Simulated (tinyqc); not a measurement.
Capillary instabilities by surface diffusion: grooving and agglomeration of films, edge retraction, wire break-up and smoothing of roughness: one step, computed by the program tinyqc. Command: `OMP_NUM_THREADS=1 python tinyqc.py 3020641 3020642 out.jsonl dewet walk`. One thread of a shared host (Intel(R) Xeon(R) Processor @ 2.30GHz), about 0.01 s of CPU time with the checks.

Isotropic surface energy; shapes change by surface diffusion alone.

Problem. Break-up of a free wire. A wire with r + A cos(k z) has dA/dt = (B/r^4) (kr)^2 [1 - (kr)^2] A: unstable for wavelengths above 2 pi r, fastest at kr = 1/sqrt 2 with the rate B/(4 r^4); break-up time about (4 r^4/B) ln(r/A0); each wavelength makes a sphere of radius (3 r^2 lambda_m/4)^(1/3).

Inputs (values chosen for the exercise, of the order of those of a copper film):
```
quantity,value,unit
temperature T,860,K
time t,5200,s
wire radius r,5.8,nm
initial ripple over radius,0.05,-
```

B = 888313.7 nm^4/s

Give: fastest wavelength; break-up time; radius of the spheres; t over the break-up time.

Solution.

fastest wavelength = 51.54 nm

break-up time = 0.01527 s

radius of the spheres = 10.91 nm

t over the break-up time = 3.406e+05

The wire breaks up within t. Caution: faceting can stabilise wires along low-index directions.
